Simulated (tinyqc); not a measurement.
Worked calculation: one-electron ion in a basis of Gaussians. Computed by tinyqc, a small Python program that keeps every step. Settings: Z = 2, l = 0. Command: `OMP_NUM_THREADS=1 python tinyqc.py 26420 26421 out.jsonl` (the two numbers bound the seeds that draw the settings). One thread of a shared host (Intel(R) Xeon(R) Processor @ 2.60GHz), about 0.01 s of CPU time with the checks.

## Matrices over normalised Gaussians

exponents of r^l exp(-a r^2) (1/bohr^2): 0.559300  2.435000  10.600000  46.160000  201.000000

Z = 2

l = 0

With p = a_i + a_j and I(k) = Gamma((k+1)/2) / (2 p^((k+1)/2)): S = I(2l+2), T = (2l+3) a_i a_j S / p, V = -Z I(2l+1), each divided by sqrt(S_ii S_jj).

S:
```
          1         2         3         4         5
1  1.000000  0.688192  0.288272  0.101446  0.034125
2  0.688192  1.000000  0.688228  0.288225  0.101433
3  0.288272  0.688228  1.000000  0.688114  0.288169
4  0.101446  0.288225  0.688114  1.000000  0.688136
5  0.034125  0.101433  0.288169  0.688136  1.000000
```

T (hartree):
```
          1         2          3          4           5
1  0.838950  0.939030   0.459449   0.168178    0.057099
2  0.939030  3.652500   4.088341   1.999980    0.732097
3  0.459449  4.088341  15.900000  17.795521    8.704733
4  0.168178  1.999980  17.795521  69.240000   77.495955
5  0.057099  0.732097   8.704733  77.495955  301.500000
```

V (hartree):
```
           1          2           3           4           5
1  -2.386835  -2.687464   -2.173232   -1.564828   -1.093347
2  -2.687464  -4.980232   -5.607543   -4.534319   -3.264943
3  -2.173232  -5.607543  -10.390896  -11.699476   -9.459993
4  -1.564828  -4.534319  -11.699476  -21.683678  -24.414524
5  -1.093347  -3.264943   -9.459993  -24.414524  -45.247864
```

## Generalised eigenproblem

H = T + V (hartree):
```
           1          2          3          4           5
1  -1.547885  -1.748433  -1.713783  -1.396650   -1.036247
2  -1.748433  -1.327732  -1.519202  -2.534339   -2.532847
3  -1.713783  -1.519202   5.509104   6.096045   -0.755260
4  -1.396650  -2.534339   6.096045  47.556322   53.081431
5  -1.036247  -2.532847  -0.755260  53.081431  256.252136
```

Solve H C = S C e through S^(-1/2); each column has its largest component positive (the first on a tie).

eigenvalues of S: 0.086489  0.238502  0.628081  1.439148  2.607780

eigenvalues (hartree): -1.996286  0.937082  14.849491  86.291507  432.836643

coefficients:
```
          1          2          3          4          5
1  0.614257  -1.237891   0.531040  -0.205233   0.084460
2  0.417305   1.250908  -1.485736   0.670730  -0.274666
3  0.086352   0.016461   1.556850  -1.459165   0.665018
4  0.015031   0.032490  -0.105068   1.606021  -1.370388
5  0.002959   0.001089   0.029659  -0.120721   1.491624
```

For Z = 2 and l = 0 the exact lowest level is -Z^2/(2 n^2) with n = l + 1: -2.000000 hartree.
